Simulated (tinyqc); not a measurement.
Trap density from the barrier height.

Problem. In a partly depleted grain with all boundary traps filled, 2 N W = Qt and VB = q N W^2/(2 eps0 eps_r). Find Qt, W and the doping at which VB would equal Vt.

Values chosen for this exercise:
- T = 300 K (temperature)
- eps_r = 11.7 (relative permittivity)

Constants: q = 1.602176634e-19 C, kB = 1.380649e-23 J/K, Vt = kB T/q, eps0 = 8.8541878128e-14 F/cm where lengths are in cm. Results are converted to the units shown.

doping = 6e17 cm^-3
barrier height = 0.15594804 V

Solution. Eliminating W gives VB = q Qt^2/(8 eps0 eps_r N), which falls as 1/N.

Qt = 2.200e12 cm^-2
W = 18.33 nm
doping for VB = Vt = 3.619e18 cm^-3

Numbers from tinyqc (`OMP_NUM_THREADS=1 python tinyqc.py 2830209 2830210 out.jsonl`; about 0.01 s on one thread of a shared Intel Xeon 2.30GHz).
